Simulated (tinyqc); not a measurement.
Inside a calculation. Method: Rayleigh-quotient iteration on a symmetric matrix. One step of it, computed by the program tinyqc.

Task: Step 2. solve (A - shift) w = v; v' = w/|w| with its largest component positive (the first on a tie); lambda = v'^T A v'; the next shift is lambda.

A, lower triangle:
```
           1          2         3
1   2.941000
2  -0.457000   3.927000
3   0.642000  -0.868000  4.222000
```

vector after step 1: 0.609458  0.634437  0.475447

Rayleigh quotient after step 1 = 3.122445

Give: vector after step 2; Rayleigh quotient after step 2.

Result:

vector after step 2: 0.0142  0.7694  0.6387

Rayleigh quotient after step 2 = 3.1958
